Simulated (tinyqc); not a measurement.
Comparisons within one model: Bethe-Salpeter matrix of a two-band chain (Tamm-Dancoff form). A value that a table varies takes the place of the one given here.

One valence and one conduction band, lattice period 1, mesh k = 2 pi j/N. Pair energies D(k) = Eg + 2 t sum(1 - cos k), t = tc + tv. Screened attraction W(R) = U at R = 0 and V/|R| otherwise, R over the N cells with the nearest image; W(q) = sum_R W(R) cos(q R). H(k, k') = D(k) delta - W(k - k')/Nk + 2 J/Nk for singlets (J = 0 for triplets), Nk the number of k points. With a constant transition dipole the strength of a state is f = (sum_k A_k)^2/Nk, and the f sum to 1.

Parameters, chosen for this exercise:
```
symbol  value                            unit  meaning
Eg      5.2                              eV    quasiparticle gap
tc      0.2                              eV    conduction hopping
tv      0.34                             eV    valence hopping
U       1.99                             eV    attraction in the same cell
V       1.14                             eV    attraction at one cell distance
J       0.11                             eV    exchange in the same cell
fs      (0.2, 0.4, 0.7, 1, 1.4, 2, 2.6)        scale factors of U and V
```

## Convergence with the k mesh

Lowest triplet and singlet, and f of the singlet, against N.

Results:
```
N    Eg - E triplet (eV)  Eg - E singlet (eV)  f singlet
4                 1.4461               1.3141     0.5602
6                 1.4082               1.2672     0.6029
8                 1.4048               1.2620     0.6125
12                1.4045               1.2615     0.6138
20                1.4045               1.2615     0.6138
40                1.4045               1.2615     0.6138
100               1.4045               1.2615     0.6138
```

How do the results move?

The coarsest mesh misjudges the singlet binding by +0.0526 eV against the finest: a mesh of N points along an axis repeats the pair every N cells. The triplet is within 1 meV of the last row from N = 8 on. The singlet is within 1 meV of the last row from N = 8 on. The more tightly bound triplet is the smaller object in R, so it needs no more points than the singlet.

## Strength of the attraction

Triplets, N = 100; U and V scaled together, as weaker screening would do. f is the weight at R = 0. For V = 0 the infinite chain has binding sqrt(4 t^2 + U^2) - 2t and f = U/sqrt(4 t^2 + U^2), t = tc + tv.

Results:
```
scale   U/t  binding (eV)      f  Eg - second level (eV)  contact formula (eV)
0.20   0.74        0.1830  0.311                  0.0238                0.0710
0.40   1.47        0.4500  0.446                  0.0923                0.2616
0.70   2.58        0.9075  0.585                  0.2628                0.6826
1.0    3.69        1.4045  0.684                  0.4904                1.1842
1.4    5.16        2.1052  0.776                  0.8471                1.9080
2.0    7.37        3.2053  0.858                  1.4429                3.0439
2.6    9.58        4.3391  0.905                  2.0746                4.2055
```

What can be read from the table?

The binding grows with exponent 1.30 between scales 0.2 and 0.4 and 1.15 over the last two rows (below 2 for a wide pair in a chain, where 1/|R| brings logarithms, 1 for a pair held in one cell). f rises from 0.311 to 0.905. On this mesh a second level lies below the gap from scale 0.2 on; in an infinite lattice the tail V/|R| binds a whole series at any scale. The tail V/|R| adds 0.134 eV to the contact value in the last row and 0.112 eV in the first.

## Exciton band

Triplets, solved in the electron-hole distance R on a ring of 60 cells, total momentum Q: D = Eg + 2 tc (1 - cos(k + Q/2)) + 2 tv (1 - cos(k - Q/2)), so the hopping in R has size |t(Q)| = sqrt(tc^2 + tv^2 + 2 tc tv cos Q) and the continuum starts at Eg + 2 (tc + tv) - 2 |t(Q)|.

Results:
```
Q/pi   |t(Q)| (eV)  continuum edge (eV)  exciton (eV)  binding (eV)  weight at R = 0
0.000       0.5400               5.2000        3.7955        1.4045            0.684
0.167       0.5229               5.2343        3.8201        1.4142            0.693
0.333       0.4729               5.3343        3.8902        1.4441            0.721
0.500       0.3945               5.4911        3.9938        1.4972            0.770
0.667       0.2960               5.6881        4.1100        1.5780            0.839
0.833       0.1945               5.8910        4.2067        1.6844            0.915
1.000       0.1400               6.0000        4.2455        1.7545            0.951
```

What does this show, and why?

The exciton band is 0.4500 eV wide, against 0.8000 eV for the edge of the continuum: binding narrows it, since electron and hole must hop together. The binding grows from 1.404 to 1.754 eV as |t(Q)| falls. Between the first two rows the exciton rises 0.72 times as much as the edge, so it is heavier than the free pair.

## What each parameter does

N = 100: lowest singlet, its binding and f, and the singlet-triplet splitting. Each row changes one parameter from the base and keeps the others.

Results:
```
case          singlet (eV)  binding (eV)      f  splitting (eV)
base                3.9385        1.2615  0.614          0.1430
Eg = 5.4 eV         4.1385        1.2615  0.614          0.1430
tc = 0.26 eV        3.9639        1.2361  0.587          0.1367
tv = 0.2 eV         3.8677        1.3323  0.693          0.1609
U = 2.39 eV         3.6678        1.5322  0.733          0.1669
V = 1.24 eV         3.9006        1.2994  0.583          0.1365
J = 0.17 eV         4.0096        1.1904  0.571          0.2141
```

How do the results move?

The largest shifts from the base row, up to three for each result and ties (the steps differ in size, so this ranks the rows, not the parameters). singlet (eV): U -0.2706, Eg +0.2000, J +0.0711. binding (eV): U +0.2706, J -0.0711, tv +0.0708; unchanged at the printed digits by Eg. f: U +0.119, tv +0.079, J -0.043; unchanged at the printed digits by Eg. splitting (eV): J +0.0711, U +0.0239, tv +0.0179; unchanged at the printed digits by Eg. At zero total momentum only the sum tc + tv enters.

tinyqc: `OMP_NUM_THREADS=1 python tinyqc.py 1250126 1250127 out.jsonl`; about 0.1 s, one thread, shared Intel(R) Xeon(R) Processor @ 2.30GHz.
